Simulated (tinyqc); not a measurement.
# Changing the channel mass m

Model: charge control and current of a heterostructure field-effect transistor. Computed by tinyqc, a small Python program. Command: `OMP_NUM_THREADS=1 python tinyqc.py 3016562 3016563 out.jsonl hemt sweep`. One thread of a shared host (Intel(R) Xeon(R) Processor @ 2.30GHz), about 0.02 s of CPU time with the checks.

Two subbands in a triangular well; E_F is counted from the conduction band edge of the channel at the interface.

Inputs (values chosen for the exercise, modelled on AlGaAs/GaAs):

| quantity | value | unit |
|---|---|---|
| permittivity eps (barrier and channel) | 12.5 | - |
| barrier thickness d | 45 | nm |
| Schottky barrier phi_B | 1 | eV |
| conduction band offset dE_c | 0.29 | eV |
| delta-doping density N_d | 3.9e+12 | 1/cm^2 |
| gate voltage V_G | -0.72 | V |
| temperature T | 300 | K |
| mixing | 0.3 | - |
| iteration cap | 200 | - |
| spacer between delta layer and channel | 4.9 | nm |

Charge source: delta doping. Velocity law: smooth.

Constants: e = 1.602176634e-19 C; eps_0 = 8.8541878128e-12 F/m; k_B = 8.617333262e-05 eV/K; hbar = 1.054571817e-34 J s; m_0 = 9.1093837015e-31 kg; k_B = 1.380649e-23 J/K.

Method:
- Threshold V_T = phi_B - dE_c - e N_d (d - spacer)/(eps eps_0) (in volts); C_b = eps eps_0/d.
- Charge control: n_s = C_b (V_G - V_T - E_F/e)/e. Well: mean field F = e n_s/(2 eps eps_0), E_i = (hbar^2/2m)^(1/3) [(3 pi e F/2)(i + 3/4)]^(2/3), i = 0, 1; n_s = D k_B T sum_i ln(1 + exp((E_F - E_i)/k_B T)), D = m/(pi hbar^2), which is solved in closed form for E_F.
- Iteration from n_s = C_b (V_G - V_T)/(2e): E_F from n_s, n_out from the charge control, n_new = n_s + mixing (n_out - n_s), kept above n_s/10; stop when |n_out/n_s - 1| < 1e-9.
- C_g = e dn_s/dV_G = 1/(1/C_b + 1/C_q), 1/C_q = d(E_F/e)/d(e n_s) by a central difference of +/- 0.1 % in n_s; added distance dd = eps eps_0/C_q.

One run for each value:

| channel mass m (m_0) | gate capacitance C_g (microfarad/cm^2) | added distance dd (nm) | sheet density n_s (1/cm^2) | share in the second subband (%) |
|---|---|---|---|---|
| 0.020 | 0.1952 | 11.69 | 9.765e+11 | 20.77 |
| 0.032 | 0.2047 | 9.06 | 1.040e+12 | 17.39 |
| 0.050 | 0.2118 | 7.25 | 1.092e+12 | 15.89 |
| 0.079 | 0.2173 | 5.93 | 1.137e+12 | 15.81 |
| 0.130 | 0.2217 | 4.91 | 1.181e+12 | 16.88 |
| 0.200 | 0.2246 | 4.28 | 1.214e+12 | 18.48 |
| 0.320 | 0.2270 | 3.75 | 1.248e+12 | 20.67 |
| 0.500 | 0.2289 | 3.36 | 1.278e+12 | 23.01 |

Over the rows, gate capacitance C_g (microfarad/cm^2) rises from 0.195 to 0.229 (exponent d ln y / d ln x 0.10 between the first rows and 0.018 between the last); added distance dd (nm) falls from 11.7 to 3.36 (exponent d ln y / d ln x -0.54 between the first rows and -0.25 between the last); sheet density n_s (1/cm^2) rises from 9.76e11 to 1.28e12 (exponent d ln y / d ln x 0.13 between the first rows and 0.053 between the last). A light mass lowers the density of states and raises E_0, so more of the gate voltage goes into E_F.
